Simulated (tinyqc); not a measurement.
Inputs raised by 10 %, one at a time: donor in an ellipsoidal valley (Kohn-Luttinger variational method). Computed by tinyqc, a small Python program. Command: `OMP_NUM_THREADS=1 python tinyqc.py 3006683 3006684 out.jsonl kohnlutt sens`. One thread of a shared host (Intel(R) Xeon(R) Processor @ 2.30GHz), about 0.08 s of CPU time with the checks.

H = -(d^2/dx^2 + d^2/dy^2) - gamma d^2/dz^2 - 2/r in units built on m_t, with gamma = m_t/m_l and z along the valley axis. One valley; no valley-orbit or central-cell term.

Inputs (values chosen for the exercise, modelled on germanium): transverse mass m_t = 0.081 m_0; longitudinal mass m_l = 1.56 m_0; dielectric constant eps = 15.3.

Constants: Ry = 13.605693123 eV; a_0 = 0.529177210903 angstrom.

Method:
- Ry* = Ry m_t/eps^2, a* = a_0 eps/m_t, gamma = m_t/m_l.
- Trial function exp(-sqrt((x^2 + y^2)/a^2 + z^2/b^2)) with beta = b/a < 1: E = t/a^2 - u/a, t = (2 + gamma/beta^2)/3, u = 2 arcsin(sqrt(1 - beta^2))/sqrt(1 - beta^2); the best a is 2 t/u and E(beta) = -u^2/(4 t).
- Golden-section search on beta from 0.05 to 0.999, 60 steps.
- Gaussian basis: g = P exp(-al (x^2 + y^2) - be z^2) with P = 1 (s-like), z (2p0) or x (2p+-); al = 0.004 x 2.6^k, k = 0..11, and be/al = 1, gamma^(-1/2) or 1/gamma (36 functions); 1/r = (2/sqrt(pi)) int exp(-t^2 r^2) dt by 48 Gauss-Legendre points after t = sqrt(al_i + al_j) tan(theta); overlap eigenvalues below 1e-10 are dropped.

Runs; columns: (1) input moved; (2) from; (3) to; (4) 1s binding energy, trial function (meV); (5) 2p0 binding energy (meV); (6) 2p+- binding energy (meV); (7) radius a of the 1s trial function (angstrom):
```
(1)                            (2)     (3)     (4)     (5)     (6)     (7)
base run                         -       -   9.775  4.7584  1.7295  62.184
transverse mass m_t (m_0)    0.081  0.0891  10.577  5.0613  1.8887  57.144
longitudinal mass m_l (m_0)   1.56   1.716   9.933  4.9176  1.7417  61.532
dielectric constant eps       15.3   16.83   8.079  3.9326  1.4294  68.402
```

Exponents ln(y'/y) / ln(x'/x):
```
input                    1s binding energy, trial function  2p0 binding energy  2p+- binding energy  radius a of the 1s trial function
transverse mass m_t                                  0.828               0.647                0.924                             -0.887
longitudinal mass m_l                                0.168               0.345                0.074                             -0.110
dielectric constant eps                             -2.000              -2.000               -2.000                              1.000
```

Which inputs matter most for each result?

Among the inputs moved here: 1s binding energy, trial function answers most in size to dielectric constant eps (exponent -2.000), next to transverse mass m_t (+0.828). Its exponent -2.000 in dielectric constant eps: energies scale as 1/eps^2 and lengths as eps. 2p0 binding energy answers most in size to dielectric constant eps (exponent -2.000), next to transverse mass m_t (+0.647). Its exponent -2.000 in dielectric constant eps: energies scale as 1/eps^2 and lengths as eps. 2p+- binding energy answers most in size to dielectric constant eps (exponent -2.000), next to transverse mass m_t (+0.924). Its exponent -2.000 in dielectric constant eps: energies scale as 1/eps^2 and lengths as eps. Radius a of the 1s trial function answers most in size to dielectric constant eps (exponent +1.000), next to transverse mass m_t (-0.887). Its exponent +1.000 in dielectric constant eps: energies scale as 1/eps^2 and lengths as eps.
